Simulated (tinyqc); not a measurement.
Modulation-doped quantum well, Poisson-Schroedinger loop with local exchange and correlation: course of the self-consistent loop.

A well of width L centred at z = 0 between barriers Vb; effective-mass electrons, parabolic bands. The electrons come from donor sheets outside the mesh, a share fL of Ns on the left and the rest on the right, so the structure is neutral. Energies are counted from the band edge of the well, with U = 0 on the first node in the Hartree part.

V0 = 0 in the well and Vb outside, plus q Fz z (1 kV/cm = 1e-4 eV/nm).

Tridiagonal Hamiltonian with psi = 0 one step beyond both ends: H_ii = C (1/m_(i-1/2) + 1/m_(i+1/2))/hz^2 + V0_i + U_i, H_(i,i+1) = -C/(m_(i+1/2) hz^2), C = hbar^2/(2 m0). The lowest 2 level(s) are kept, normalised to hz sum |psi|^2 = 1.

Level k holds N_k = D_k Vt ln(1 + exp((EF - E_k)/Vt)) with D = md m0 q/(pi hbar^2) per eV (spin included); EF is fixed by sum N_k = Ns.

n_i = sum_k N_k |psi_k|^2 (converted to cm^-3). Hartree part by Gauss: on the interval after node i the enclosed sheet charge is S_i = fL Ns - hz sum_(j<=i) n_j, and U_(i+1) = U_i + q S_i hz/(eps0 eps_r) in eV, U_1 = 0. Added to it: V_xc = -(2 Ry/(pi al rs)) [1 + 0.7734 (rs/21) ln(1 + 21/rs)] (Hedin-Lundqvist), al = (4/(9 pi))^(1/3), rs = (3/(4 pi n))^(1/3)/aB, aB = 4 pi eps0 eps_r hbar^2/(md m0 q^2), Ry = q/(8 pi eps0 eps_r aB) in eV. Mixing: U(new) = U + a (U(out) - U).

Start from U = 0. Stop when the largest |U(out) - U| is below 1e-7 eV, or after 120 rounds.

Parameters, values chosen for the exercise; material values close to those of GaAs in InGaP:
```
symbol   value   unit                               meaning
T          300      K                           temperature
md      0.0671     m0                         in-plane mass
Vb       0.151     eV                        barrier height
eps_r     12.7           relative permittivity (all layers)
L           22     nm                            well width
hz         2.2     nm                             mesh step
Ns      2.8e11  cm^-2            sheet density of electrons
fL           1         share of the donors on the left side
Fz           0  kV/cm                 applied field along z
a          0.7                                mixing factor
```

Constants: q = 1.602176634e-19 C, kB = 1.380649e-23 J/K, hbar = 1.054571817e-34 J s, m0 = 9.1093837015e-31 kg, Vt = kB T/q, eps0 = 8.8541878128e-14 F/cm where lengths are in cm, hbar^2/(2 m0) = 0.0380998212 eV nm^2. Results are converted to the units shown.

| node | z (nm) |
|---|---|
| 1 | -16.5 |
| 2 | -14.3 |
| 3 | -12.1 |
| 4 | -9.9 |
| 5 | -7.7 |
| 6 | -5.5 |
| 7 | -3.3 |
| 8 | -1.1 |
| 9 | 1.1 |
| 10 | 3.3 |
| 11 | 5.5 |
| 12 | 7.7 |
| 13 | 9.9 |
| 14 | 12.1 |
| 15 | 14.3 |
| 16 | 16.5 |

mass on the intervals 1/2, 3/2, ... (mean of both at an interface) (m0): [0.0888, 0.0888, 0.0888, 0.0774, 0.066, 0.066, 0.066, 0.066, 0.066, 0.066, 0.066, 0.066, 0.066, 0.0774, 0.0888, 0.0888, 0.0888]

Course of the iteration:

| round | level E1 (eV) | EF (eV) | largest \|U(out) - U\| (eV) |
|---|---|---|---|
| 1 | 0.00756730 | -0.0231368 | 0.0652 |
| 2 | 0.0382548 | 0.00797749 | 0.0123 |
| 3 | 0.0446273 | 0.0144907 | 2.58e-3 |
| 4 | 0.0461935 | 0.0160557 | 6.80e-4 |
| 5 | 0.0466082 | 0.0164627 | 1.90e-4 |
| 6 | 0.0467227 | 0.0165738 | 5.42e-5 |
| 7 | 0.0467550 | 0.0166049 | 1.56e-5 |
| 8 | 0.0467643 | 0.0166138 | 4.52e-6 |
| 9 | 0.0467669 | 0.0166163 | 1.31e-6 |
| 10 | 0.0467677 | 0.0166171 | 3.80e-7 |
| 11 | 0.0467679 | 0.0166173 | 1.10e-7 |
| 12 | 0.0467679 | 0.0166173 | 3.20e-8 |

Did this iteration meet its convergence test, and what does its course show?

Yes. Converged in 12 rounds. Towards the end the residual shrinks by a factor of about 0.29 a round.

Range of the model: The highest level kept holds over 3 % of the electrons, so higher levels would take a share too.

tinyqc, about 0.2 s, one thread, Intel Xeon 2.30GHz (shared host): `OMP_NUM_THREADS=1 python tinyqc.py 2140137 2140138 out.jsonl`
